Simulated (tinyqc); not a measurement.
Hall factor, magnetoresistance and optical conductivity for a power-law relaxation time: one step, computed by the program tinyqc.

One spherical parabolic band, tau(E) = tau_0 x^s with x = E/(k_B T). Landau quantisation is left out.

Task: Limits. mu = e <tau>/m; weak field r_H = <tau^2>/<tau>^2 and MR = c (mu B)^2, c = <tau^3>/<tau>^3 - r_H^2; strong field r_H = 1 and MR = <tau> <1/tau> - 1.

Inputs (values chosen for the exercise, with a mass close to that of electrons in GaN): effective mass m = 0.2 m_0; tau_0 = 660 fs; temperature T = 350 K.

<tau>/tau_0 = 0.8522856

<tau^2>/tau_0^2 = 0.7522158

<tau^3>/tau_0^3 = 0.6913114

<1/tau> tau_0 = 1.209916

Constants: e = 1.602176634e-19 C; m_0 = 9.1093837015e-31 kg.

Give: drift mobility mu; weak-field Hall factor; coefficient c; saturation MR.

Result:

drift mobility mu = 4947 cm^2/(V s)

weak-field Hall factor = 1.036

coefficient c = 0.04428

saturation MR = 3.119 %
